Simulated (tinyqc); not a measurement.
Permittivity and interface capacitance from two thicknesses.

Inverse problem. 1/C = t/(eps0 ek) + 2/ci for planar capacitors that differ only in thickness. Find ek, ci and the EOT of the interfaces, 2 x 3.9 eps0/ci.

Constants: eps0 = 8.8541878128e-14 F/cm where lengths are in cm. Results are converted to the units shown.

C at t = 3.2 and 9.7 nm (uF/cm^2): [2.4395422, 0.80743732]

Solution. 1/C is a straight line in t: the slope gives ek and the intercept 2/ci. A single thickness would give only the effective permittivity; when the interfaces are a small part of 1/C, ci needs very accurate data.

ek = 8.860
ci = 1000 uF/cm^2
EOT of the interfaces = 0.006906 nm

Computed by the program tinyqc: `OMP_NUM_THREADS=1 python tinyqc.py 2102028 2102029 out.jsonl`, one thread of a shared Intel Xeon 2.30GHz, about 0.01 s for the whole run.
